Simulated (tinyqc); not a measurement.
## Resistance of a circular point contact between the ballistic and the diffusive limit: effect of the mean free path

Two half-spaces of a free-electron metal (one valley, spin 2) meet through a circular opening of radius a in an insulating sheet.

kF = (3 pi^2 n)^(1/3), resistivity rho = hbar kF/(n q^2 l). Maxwell: RM = rho/(2 a); Sharvin: RS = 4 rho l/(3 pi a^2); interpolation R = RS + gamma RM, gamma = (1 + 0.83 K)/(1 + 1.33 K), K = l/a.

Parameters, values chosen for the exercise:
- n = 3.4e22 cm^-3 (free-electron density)
- a = 1.1 nm (radius of the opening)

Constants: q = 1.602176634e-19 C, hbar = 1.054571817e-34 J s. Results are converted to the units shown.

The same in every row: RS (ohm) = 424.8.

Result of one run:
```
l (nm)  K = l/a  RM (ohm)  R (ohm)
3.3       3.000     166.8    541.4
```

What becomes of these results when the mean free path l is changed from 3.3 to 0.17 nm, all else the same?

Result of the changed run:
```
l (nm)  K = l/a  RM (ohm)  R (ohm)
0.17     0.1545      3238     3455
```

The whole series:
```
l (nm)  K = l/a  RM (ohm)  R (ohm)
0.061   0.05545      9024     9216
0.17     0.1545      3238     3455
0.45     0.4091      1223     1486
1.2       1.091     458.7    781.4
3.3       3.000     166.8    541.4
9         8.182     61.16    464.9
24        21.82     22.94    439.4
```

R falls from 9220 to 439 ohm. RS stays at 425 ohm, since rho l depends on n alone, and R is 3.4 % above it in the last row: a cleaner metal cannot lower R below the Sharvin value.

Numbers from tinyqc (`OMP_NUM_THREADS=1 python tinyqc.py 2760094 2760095 out.jsonl`; about 0.01 s on one thread of a shared Intel Xeon 2.30GHz).
